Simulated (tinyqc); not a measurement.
# Threshold of a short bulk MOSFET: charge sharing, barrier lowering, narrow width: threshold roll-off against channel length

n-channel device on a p-type body, depletion approximation, full ionisation. Uniform doping N = Na. Vbi from Boltzmann statistics is rough for the degenerate source. Cox = eps0 eox/tox.

ni = sqrt(Nc Nv) exp(-Eg/(2 Vt)), Eg in volts; 2 pB = 2 Vt ln(N/ni); flat band Vfb - Vt ln(N/Na); Wd = sqrt(2 eps0 eps_r (2 pB - Vbs)/(q N)); body term q N Wd/Cox; long-channel VT0 = flat band + 2 pB + body term; Vbi = Vt ln(N Nsd/ni^2); scale length l = sqrt((eps_r/eox) tox Wd). Charge sharing (trapezoid; it ignores Vds): F = (xj/L)(sqrt(1 + 2 Wd/xj) - 1), lowering = body term times F. Barrier lowering: th = exp(-L/(2 l)) + 2 exp(-L/l), lowering = th [2 (Vbi - 2 pB) + Vds], DIBL = th. Narrow width: rise = body term times xw Wd/W. VT by each model = VT0 - lowering + rise. DIBL under 0.001 mV/V is printed as 0.

Inputs (values chosen for the exercise); band and dielectric values close to those of silicon: temperature T = 300 K; band gap Eg = 1.11 eV; relative permittivity eps_r = 11.9; conduction-band density of states at T Nc = 2.79e19 cm^-3; valence-band density of states at T Nv = 2.65e19 cm^-3; relative permittivity of the gate insulator (close to silicon nitride) eox = 7.43; insulator thickness tox = 8.6 nm; channel doping Na = 6.8e17 cm^-3; source and drain doping Nsd = 1e20 cm^-3; flat-band voltage for the doping Na Vfb = -0.8 V; junction depth xj = 11 nm; body-source voltage Vbs = 0 V; drain-source voltage Vds = 0.05 V; gate width W = 500 nm; shape factor of the fringing depletion at the width edges xw = 1.5708.

Constants: q = 1.602176634e-19 C, kB = 1.380649e-23 J/K, Vt = kB T/q, eps0 = 8.8541878128e-14 F/cm where lengths are in cm. Results are converted to the units shown.

The same in every row: N (cm^-3) = 6.800e17; VT0 (V) = 0.7199.

Threshold roll-off against channel length:
```
L (nm)    L/l        F  DIBL (mV/V)  VT, charge sharing (V)  VT, barrier lowering (V)
77      3.195   0.2777        284.3                  0.6326                    0.7118
110     4.564   0.1944        122.9                  0.6827                    0.7616
160     6.639   0.1336        38.79                  0.7191                    0.7875
230     9.544  0.09297        8.609                  0.7436                    0.7968
330     13.69  0.06480        1.065                  0.7605                    0.7991
480     19.92  0.04455      0.04733                  0.7727                    0.7994
690     28.63  0.03099            0                  0.7808                    0.7994
1000    41.49  0.02138            0                  0.7866                    0.7994
1400    58.09  0.01527            0                  0.7902                    0.7994
```

VT by barrier lowering rises from 0.712 to 0.799 V and VT by charge sharing rises from 0.633 to 0.790 V. DIBL is under 100 mV/V from L = 160 nm on among the rows (th = 0.1 at L/l = 4.92). For L = 77 DIBL exceeds 250 mV/V, where the barrier formula is rough.

Computed by the program tinyqc: `OMP_NUM_THREADS=1 python tinyqc.py 2002037 2002038 out.jsonl`, one thread of a shared Intel Xeon 2.30GHz, about 0.01 s for the whole run.
